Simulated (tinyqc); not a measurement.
Worked calculation: lattice vibrations of a chain. Computed by tinyqc, a small Python program that keeps every step. Command: `OMP_NUM_THREADS=1 python tinyqc.py 27736 27737 out.jsonl` (the two numbers bound the seeds that draw the settings). One thread of a shared host (Intel(R) Xeon(R) Processor @ 2.60GHz), about 0.01 s of CPU time with the checks.

## Dynamical matrix at q = 0.34

A chain moving along its axis:
```
atom,mass (u),spring to the next atom (eV/angstrom^2)
1,70.3000,18.6000
2,5.4000,27.1000
second neighbours,-,0.9000
```

q is in units of 2 pi/a. A spring k from atom i to atom j, n cells on, adds k to Phi_ii and Phi_jj, -k exp(2 pi i q n) to Phi_ij and the conjugate to Phi_ji (for one atom a cell: 2k (1 - cos 2 pi q n)); D_ij = Phi_ij / sqrt(m_i m_j).

D(q) (eV/(angstrom^2 u)):
```
,1,2
1,0.6894,-0.2094+1.1744i
2,-0.2094-1.1744i,8.9749
```

## Frequencies

omega^2 are the eigenvalues; wavenumber = 521.4708 sqrt(eigenvalue) 1/cm.

eigenvalues: 0.5211  9.1432

wavenumbers (1/cm): 376.4  1576.8

weights |e|^2 of the mass-weighted modes:
```
,mode 1,mode 2
atom 1,0.9805,0.0195
atom 2,0.0195,0.9805
```

## Dispersion and heat capacity

C/k_B per atom = mean over q = (j + 1/2)/80, j = 0..39 and all branches of y^2 e^y/(e^y - 1)^2, y = hc wavenumber / k_B T.

Wavenumbers (1/cm):
```
q,branch 1,branch 2
0.0000,0.0000,1574.2058
0.0625,83.7658,1574.3371
0.1250,164.3227,1574.7096
0.1875,238.5825,1575.2640
0.2500,303.6930,1575.9128
0.3125,357.1477,1576.5559
0.3750,396.8823,1577.0965
0.4375,421.3577,1577.4553
0.5000,429.6234,1577.5808
```

Heat capacity:
```
T (K),C/k_B per atom
20,0.0340
50,0.0874
100,0.1921
200,0.3557
300,0.4388
600,0.6496
1200,0.8690
```

zero-point energy per atom = 57.3232 meV
